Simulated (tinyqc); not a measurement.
Size effects in the resistivity of thin metal films and interconnect lines: one step, computed by the program tinyqc.

Electrons lose their drift at surfaces (a share 1 - p of the hits) and at grain boundaries (reflection R), besides bulk scattering.

Task: Grain boundaries. Mayadas-Shatzkes: alpha = (lambda/D) R/(1 - R); rho_b/rho = 1 - 3 alpha/2 + 3 alpha^2 - 3 alpha^3 ln(1 + 1/alpha).

Inputs (values chosen for the exercise, modelled on iridium): bulk mean free path lambda = 6.74 nm; grain-boundary reflection R = 0.3.

Geometry: film.

grain size D = 10.01 nm

Give: alpha; rho/rho_b from grains.

Result:

alpha = 0.2886

rho/rho_b from grains = 1.410

The linear estimate 1 + 3 alpha/2 gives 1.433, within 2 %.
